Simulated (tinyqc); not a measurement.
# Hole mobility in a silicon inversion layer, empirical terms and Matthiessen rule: effect of the reverse body bias

Inversion layer of sheet density Ns on a uniformly doped body. The mobility terms are empirical power laws with prefactors chosen for the exercise; adding their inverses (Matthiessen) is itself an approximation.

ni = sqrt(Nc Nv) exp(-Eg/(2 Vt)), Eg in volts; Ndep = sqrt(2 eps0 eps_r Nb (2 Vt ln(Nb/ni) + Vsb)/q); E = q (Ndep + eta Ns)/(eps0 eps_r), in MV/cm. With t = T/(300 K): muC = Ac (Ns/1e12 cm^-2) t/(Nb/1e17 cm^-3 + Nit/1e11 cm^-2), muP = Ap E^(-1/3) t^(-1.75), muS = As E^(-gs); 1/mu is the sum of the inverses.

Values chosen for this exercise; material values close to those of silicon:
```
symbol    value        unit                                                meaning
T           273           K                                            temperature
Eg         1.13          eV                                               band gap
eps_r      11.9                         relative permittivity of the semiconductor
Nc      2.43e19       cm^-3                 conduction-band density of states at T
Nv       2.3e19       cm^-3                    valence-band density of states at T
Nb       9.4e17       cm^-3                                            body doping
eta      0.3333              weight of the inversion charge in the effective field
Ap          135  cm^2/(V s)           phonon-limited mobility at 1 MV/cm and 300 K
As          386  cm^2/(V s)                  roughness-limited mobility at 1 MV/cm
gs            1                                     exponent of the roughness term
Ac          940  cm^2/(V s)                                      Coulomb prefactor
Nit        6e11       cm^-2                                charge at the interface
Ns       2.3e12       cm^-2                                      inversion density
```

Constants: q = 1.602176634e-19 C, kB = 1.380649e-23 J/K, Vt = kB T/q, eps0 = 8.8541878128e-14 F/cm where lengths are in cm. Results are converted to the units shown.

The same in every row: muC (cm^2/(V s)) = 127.75.

Results:
```
Vsb (V)  E (MV/cm)  muP (cm^2/(V s))  muS (cm^2/(V s))  mu (cm^2/(V s))
0          0.64540            184.25            598.08           66.993
0.4        0.74427            175.70            518.63           64.736
1.2        0.90569            164.57            426.20           61.537
1.6        0.97509            160.57            395.86           60.308
2           1.0393            157.19            371.41           59.236
2.4         1.0993            154.28            351.13           58.285
```

Estimate the missing row, Vsb = 0.8 V.

Computed row:
```
Vsb (V)  E (MV/cm)  muP (cm^2/(V s))  muS (cm^2/(V s))  mu (cm^2/(V s))
0.8        0.82956            169.46            465.31           62.981
```

With this row back in the table: As Vsb goes from 0 to 2.4 V, E rises from 0.645 to 1.10 MV/cm and mu falls from 67.0 to 58.3 cm^2/(V s). The Coulomb term is the smallest in the first and the last row.

Computed by the program tinyqc: `OMP_NUM_THREADS=1 python tinyqc.py 2510004 2510005 out.jsonl`, one thread of a shared Intel Xeon 2.30GHz, about 0.01 s for the whole run.
